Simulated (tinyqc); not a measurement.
MOSFET in the linear regime without short-channel effects, parameter extraction from computed curves: two steps of the calculation.

Inversion charge Q = Cox n Vt W0(exp((Vg - VT)/(n Vt))), W0 the Lambert function and n = nf; u = Q/Cox; mobility mu = mu0/(1 + th1 u + th2 u^2); channel resistance Rch = (L - dL)/(W mu Q); Id = Vd/(Rch + Rsd/W). Cox = eps0 eox/tox. Small Vd, no channel-length or drain effects.

Values chosen for this exercise; channel values of the order met in silicon transistors:

| symbol | value | unit | meaning |
|---|---|---|---|
| T | 300 | K | temperature |
| eox | 25.3 |  | relative permittivity of the gate insulator (close to zirconium oxide) |
| tox | 5.7 | nm | insulator thickness |
| mu0 | 300 | cm^2/(V s) | low-field mobility |
| th1 | 0.6 | 1/V | first mobility attenuation factor |
| th2 | 0.09 | 1/V^2 | second mobility attenuation factor |
| VT | 0.28 | V | threshold voltage |
| nf | 1.09 |  | body factor |
| W | 1 | um | gate width |
| L | 1.4 | um | drawn gate length |
| dL | 0.017 | um | drawn less effective length |
| Rsd | 100 | ohm um | source plus drain resistance |
| Vd | 0.025 | V | drain voltage |

Constants: q = 1.602176634e-19 C, kB = 1.380649e-23 J/K, Vt = kB T/q, eps0 = 8.8541878128e-14 F/cm where lengths are in cm. Results are converted to the units shown.

Problem 1. Transfer curve. u, mu, Rch and Id as defined.

| point | Vg (V) |
|---|---|
| 0 | 0.08 |
| 1 | 0.18 |
| 2 | 0.28 |
| 3 | 0.38 |
| 4 | 0.48 |
| 5 | 0.58 |
| 6 | 0.68 |
| 7 | 0.78 |
| 8 | 0.88 |
| 9 | 0.98 |
| 10 | 1.08 |
| 11 | 1.18 |

Wanted: u; mu; Rch; Id.

Solution 1.

| point | u (V) | mu (cm^2/(V s)) | Rch (ohm) | Id (uA) |
|---|---|---|---|---|
| 0 | 2.3288e-5 | 300.00 | 5.0371e7 | 4.9631e-4 |
| 1 | 7.8806e-4 | 299.86 | 1.4892e6 | 0.016786 |
| 2 | 0.015981 | 297.14 | 74105 | 0.33690 |
| 3 | 0.073128 | 287.26 | 16752 | 1.4835 |
| 4 | 0.15243 | 274.34 | 8415.4 | 2.9359 |
| 5 | 0.23968 | 261.10 | 5623.3 | 4.3681 |
| 6 | 0.33061 | 248.30 | 4286.7 | 5.6990 |
| 7 | 0.42363 | 236.16 | 3517.5 | 6.9108 |
| 8 | 0.51796 | 224.73 | 3023.2 | 8.0047 |
| 9 | 0.61321 | 214.02 | 2681.5 | 8.9880 |
| 10 | 0.70911 | 203.98 | 2432.9 | 9.8701 |
| 11 | 0.80552 | 194.59 | 2245.1 | 10.661 |

Problem 2. Threshold and mobility at the peak transconductance. gm_i = (Id_(i+1) - Id_(i-1))/(Vg_(i+1) - Vg_(i-1)); at the point j of largest gm the tangent meets the axis at V_ext = Vg_j - Id_j/gm_j; field-effect mobility gm_j L/(W Cox Vd) with the drawn L.

| point | Vg (V) | Id (uA) |
|---|---|---|
| 0 | 0.08 | 4.9631241e-4 |
| 1 | 0.18 | 0.016786393 |
| 2 | 0.28 | 0.33690453 |
| 3 | 0.38 | 1.4834778 |
| 4 | 0.48 | 2.9358665 |
| 5 | 0.58 | 4.3681117 |
| 6 | 0.68 | 5.6989944 |
| 7 | 0.78 | 6.9107878 |
| 8 | 0.88 | 8.0046520 |
| 9 | 0.98 | 8.9880004 |
| 10 | 1.08 | 9.8701402 |
| 11 | 1.18 | 10.660588 |

Wanted: gm; j; V_ext; field-effect mobility.

Solution 2.

| point | gm (uS) |
|---|---|
| 1 | 1.6820 |
| 2 | 7.3335 |
| 3 | 12.995 |
| 4 | 14.423 |
| 5 | 13.816 |
| 6 | 12.713 |
| 7 | 11.528 |
| 8 | 10.386 |
| 9 | 9.3274 |
| 10 | 8.3629 |

j = 4
V_ext = 0.27645 V
field-effect mobility = 205.52 cm^2/(V s)

V_ext is 3.6 mV below the model VT, and the mobility so found is 32 % below mu0 L/(L - dL) = 304 cm^2/(V s), the value for the drawn L; attenuation, series resistance and the slow approach of Q to a straight line all lower the peak gm.

Program tinyqc, `OMP_NUM_THREADS=1 python tinyqc.py 2210056 2210057 out.jsonl`; Intel Xeon 2.30GHz, shared host, one thread, about 0.01 s.
